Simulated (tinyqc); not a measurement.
CMOS inverter, nodal equation and switching: two steps of the calculation.

An n-channel pull-down (bn, VTn) and a p-channel pull-up (bp, VTp) share the input Vin and the output node Vout, which carries the load C. Transistor (EKV form, voltages against the body): I = 2 n b Vt^2 [F(vp - Vs) - F(vp - Vd)] from drain to source, F(v) = ln^2(1 + exp(v/(2 Vt))), vp = (Vg - VT + sg |Vd - Vs|)/n. n-channel bodies are at 0; for the p-channel device all voltages are counted down from Vdd. b in uA/V^2 gives I in uA. Static: In = Ip. Transient: C dVout/dt = Ip - In. No velocity saturation, no gate capacitance beyond C.

Values chosen for this exercise:

| symbol | value | unit | meaning |
|---|---|---|---|
| T | 325 | K | temperature |
| Vdd | 1.2 | V | supply voltage |
| n | 1.12 |  | slope factor |
| sg | 0.118 |  | drain-induced barrier lowering |
| VTn | 0.37 | V | n-channel threshold |
| VTp | 0.36 | V | p-channel threshold (magnitude) |
| bn | 570 | uA/V^2 | gain factor of the pull-down transistor |
| bp | 280 | uA/V^2 | gain factor of the pull-up transistor |
| C | 1.4 | fF | load capacitance |
| Vin | 0.6 | V | input voltage |
| dt | 1 | ps | time step |

Constants: q = 1.602176634e-19 C, kB = 1.380649e-23 J/K, Vt = kB T/q. Results are converted to the units shown.

Problem 1. Transfer curve. For each Vin solve In = Ip; gain = dVout/dVin.

Vin, point 0 to 10 (V): 0  0.12  0.24  0.36  0.48  0.6  0.72  0.84  0.96  1.08  1.2

Wanted: Vout; supply current; gain.

Solution 1.

```
point  Vout (V)  supply current (uA)     gain
0        1.2000            6.7149e-4  -0.0001
1        1.1999             0.026767  -0.0041
2        1.1963              0.61883  -0.0871
3        1.1642               4.6457  -0.5340
4        1.0244               13.748  -2.3919
5        0.2105               15.929  -4.8628
6        0.0442               8.2840  -0.4839
7        0.0102               2.6923  -0.1462
8        0.0011              0.37993  -0.0259
9        0.0000             0.017618  -0.0013
10       0.0000            4.5171e-4   0.0000
```

The switching point Vin = Vout lies at 0.5558 V, with a gain of -8.47.

Problem 2. One time step of the falling output. The input steps to Vdd at t = 0; I = In - Ip. Trapezoidal rule: V(new) = V - (dt/C)[I(V) + I(V(new))]/2, solved for V(new); 1 ps uA/fF = 1 mV.

Vout at t = 0 = 1.2 V

Give: I(V); I(V(new)); Vout after step 1.

Solution 2.

I(V) = 240.22 uA
I(V(new)) = 230.51 uA
Vout after step 1 = 1.0319 V

Program tinyqc, `OMP_NUM_THREADS=1 python tinyqc.py 2340047 2340048 out.jsonl`; Intel Xeon 2.30GHz, shared host, one thread, about 0.03 s.
